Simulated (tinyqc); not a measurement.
Trap density from the capacitance step.

Question. A junction with shallow donors Nd and a deep trap has C_HF = eps0 eps_r/W and C_LF = eps0 eps_r (Nd + Nt)/(Nd W + Nt xt), xt = W - lam. Find W, xt and Nt.

Parameters, values chosen for the exercise: relative permittivity eps_r = 11.1; shallow donor density Nd = 2e16 cm^-3.

Constants: eps0 = 8.8541878128e-14 F/cm where lengths are in cm. Results are converted to the units shown.

C_HF = 59.337197 nF/cm^2
C_LF = 68.833331 nF/cm^2
lam = 110.73628 nm

Solution. C_HF gives W. With y = C_LF/C_HF, Nt/Nd = (y - 1)/(1 - y xt/W).

W = 165.6 nm
xt = 54.90 nm
Nt = 5.200e15 cm^-3

Program tinyqc, `OMP_NUM_THREADS=1 python tinyqc.py 2050163 2050164 out.jsonl`; Intel Xeon 2.30GHz, shared host, one thread, about 0.01 s.
